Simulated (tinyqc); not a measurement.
Spectrum around the gap: Franz-Keldysh effect at a direct gap.

Parabolic bands, vertical transitions, no excitons. For each hole band j: mr = me mj/(me + mj); joint density of states J_j(E) = (mr/c)^(3/2) sqrt(E - Eg)/(2 pi^2), both spins, c = hbar^2/2m0; averaged matrix element |e.p|^2 = m0 Ep/6; alpha_j(E) = 4 pi^2 alpha_f c Ep J_j/(3 nr E) in 1/angstrom (alpha_f the fine-structure constant, listed as alpha among the constants), times 1e8 for 1/cm.

In a field Fd (1 kV/cm = 1e-5 V/angstrom) the electro-optic energy of band j is th = (c (e Fd)^2/mr)^(1/3), and sqrt(E - Eg) in J_j is replaced by pi sqrt(th) [Ai'(b)^2 - b Ai(b)^2] with b = (Eg - E)/th; Ai is the Airy function.

Constants: hbar^2/2m0 = 3.80998211 eV angstrom^2; fine-structure constant alpha = 0.007297352564.

Inputs chosen for the exercise (near those of InP; the results hold for these values, not for the real material): Eg = 1.366 eV (direct gap); me = 0.0777 m0 (electron mass); mhh = 0.618 m0 (heavy-hole mass); mlh = 0.0903 m0 (light-hole mass); Ep = 19.9 eV (Kane energy); nr = 3.35 (refractive index); Fd = 230 kV/cm (uniform field).

Absorption (1/cm):
```
E - Eg (eV)  alpha(0)   alpha(F)  change
-0.1659             0      3.697       4
-0.1327             0      15.64      16
-0.0995             0      60.15      60
-0.0663             0      206.8     207
-0.0332             0      621.7     622
0.0000              0       1611    1611
0.0332           5142       3502   -1640
0.0663           7098       6236    -863
0.0995           8499       8958     460
0.1327           9597  1.041e+04     815
0.1659          10498  1.054e+04      40
0.1990          11255  1.085e+04    -404
0.2654          12468  1.263e+04     164
0.3317          13395  1.347e+04      75
```

At the gap alpha(F) = 1611 1/cm; 132.7 meV below it 15.6 1/cm remain, the tail falling as exp(-(4/3) b^(3/2)). Among the energies listed the largest rise is 1611 1/cm at E - Eg = 0.0 meV and the largest fall -1640 1/cm at 33.2 meV. It changes sign between 0.0 and 33.2 meV, between 66.3 and 99.5 meV, between 165.9 and 199.0 meV and between 199.0 and 265.4 meV; th is 66.3 meV for heavy holes and 78.4 meV for light holes.

Computed by tinyqc, a small Python program: `OMP_NUM_THREADS=1 python tinyqc.py 1651381 1651382 out.jsonl` (the numbers bound the seed that draws the inputs); one thread of a shared host (Intel(R) Xeon(R) Processor @ 2.30GHz), about 0.01 s for the whole set of steps.
